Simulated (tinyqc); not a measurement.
Lorentz oscillators and the Kramers-Kronig relations: sweeps and comparisons. A value that a table varies takes the place of the one given here.

eps(E) = 1 + sum_j S_j/(E0_j^2 - E^2 - i G_j E).

Kramers-Kronig: eps1(E) = 1 + (2/pi) P integral_0^infinity E1 eps2(E1)/(E1^2 - E^2) dE1. Maclaurin rule on the grid E_j = j h, j = 1 .. M: eps1(E_i) = 1 + (4 h/pi) sum over j with j - i odd of E_j eps2(E_j)/(E_j^2 - E_i^2); nothing is added above E_M.

n + i k = sqrt(eps1 + i eps2) with k >= 0; R = ((n - 1)^2 + k^2)/((n + 1)^2 + k^2) at normal incidence from vacuum; alpha = 2 E k/(hbar c), times 1e8 for 1/cm; loss function Im(-1/eps) = eps2/(eps1^2 + eps2^2).

Constants: hbar c = 1973.269805 eV angstrom.

Values chosen for the exercise: E0 = (6.63, 12.6) eV (resonances); G = (0.61, 3.35) eV (widths); S = (23.6, 118.1) eV^2 (strengths); h = 0.4 eV (grid step); M = 40 (grid points E_j = j h); E_t = 2.5 eV (energy below the first line); E = 11.41 eV (photon energy).

## Numerical transform against the formula

Every third grid point is listed; the error is the transform minus the formula.

Dielectric function:
```
E (eV)   eps2  eps1 formula  eps1 transform   error
0.80    0.019         2.291           2.239  -0.052
2.00    0.051         2.352           2.280  -0.072
3.20    0.097         2.489           2.432  -0.056
4.40    0.192         2.786           2.709  -0.077
5.60    0.607         3.652           3.531  -0.122
6.80    4.571        -0.395           0.416   0.811
8.00    0.597         1.042           0.904  -0.138
9.20    0.643         1.789           1.767  -0.022
10.40   1.126         2.219           2.124  -0.095
11.60   2.210         2.105           2.043  -0.062
12.80   2.729         0.482           0.366  -0.116
14.00   1.553        -0.381          -0.484  -0.103
15.20   0.776        -0.218          -0.437  -0.219
```

How do the results move?

The largest error listed is +0.811 at 6.80 eV. The rule samples every 2h = 0.8 eV and the narrowest line is 0.61 eV wide, so it is not resolved. The grid ends at 16 eV, where eps2 is still 0.519; the error at the last point listed, nearest the missing tail, is -0.219.

## How far the spectrum must be known

The integrals are done by adaptive quadrature and cut at E_cut. f-sum share: (2/pi) integral of E eps2 over sum S. Static share: (2/pi) integral of eps2/E over eps(0) - 1.

Cut integrals:
```
E_cut (eV)  eps1(E_t)  f-sum share  static share
10.1            1.817        0.227         0.565
13.9            2.250        0.658         0.888
18.9            2.372        0.859         0.981
25.2            2.389        0.912         0.994
37.8            2.395        0.948         0.999
63.0            2.397        0.970         1.000
```

eps1(E_t) from the formula = 2.397

What can be read from the table?

Cut at 13.9 eV, just above the last line, eps1(E_t) lacks 0.147; cut at 63 eV it lacks 0.000. At 18.9 eV the static sum has reached 0.981 and the f-sum only 0.859: the f-sum weights eps2 by E and the static sum by 1/E, so the f-sum needs the far tail.

## Optical constants across the spectrum

Spectrum:
```
E (eV)    eps1   eps2      n      k      R   loss
1.89     2.344  0.048  1.531  0.016  0.044  0.009
4.47     2.813  0.201  1.678  0.060  0.065  0.025
7.04    -0.620  2.256  0.927  1.216  0.286  0.412
9.62     1.963  0.760  1.426  0.266  0.042  0.171
12.20    1.438  2.745  1.506  0.911  0.153  0.286
14.78   -0.307  0.979  0.600  0.816  0.256  0.930
17.35    0.197  0.294  0.525  0.280  0.127  2.347
19.93    0.474  0.131  0.695  0.094  0.035  0.541
22.51    0.625  0.072  0.792  0.045  0.014  0.181
25.09    0.717  0.044  0.847  0.026  0.007  0.086
27.66    0.777  0.030  0.882  0.017  0.004  0.049
30.24    0.819  0.021  0.905  0.012  0.003  0.031
```

What can be read from the table?

Among the energies listed the largest values are at (eV): eps2 12.20; n 4.47; k 7.04; R 7.04; loss 17.35. eps1 crosses zero at 6.76, 7.30, 13.19 and 16.21 eV; the last crossing is upward and marks the plasmon, against sqrt(sum S) = 11.90 eV for free electrons.

## What each oscillator parameter does

At the energy E. Each row changes one parameter from the base and keeps the others.

Results:
```
case                      eps1   eps2      n      k      R
base                     2.210  2.004  1.611  0.622  0.106
E0 = (6.63, 13.23) eV    2.253  1.322  1.560  0.424  0.073
G = (0.61, 5.025) eV     1.550  1.672  1.384  0.604  0.085
S = (23.6, 141.72) eV^2  2.506  2.401  1.729  0.694  0.128
E = 11.981 eV            1.740  2.590  1.559  0.831  0.139
```

What does this show?

The largest shifts from the base row, up to three for each result and ties (the steps differ in size, so this ranks the rows, not the parameters). eps1: G -0.659, E -0.470, S +0.296. eps2: E0 -0.682, E +0.586, S +0.396. n: G -0.227, S +0.117, E -0.053. k: E +0.209, E0 -0.198, S +0.072. R: E +0.033, E0 -0.032, S +0.022.

Run: tinyqc, `OMP_NUM_THREADS=1 python tinyqc.py 1681080 1681081 out.jsonl`; Intel(R) Xeon(R) Processor @ 2.30GHz, one thread, shared host; about 0.2 s of CPU time with all checks.
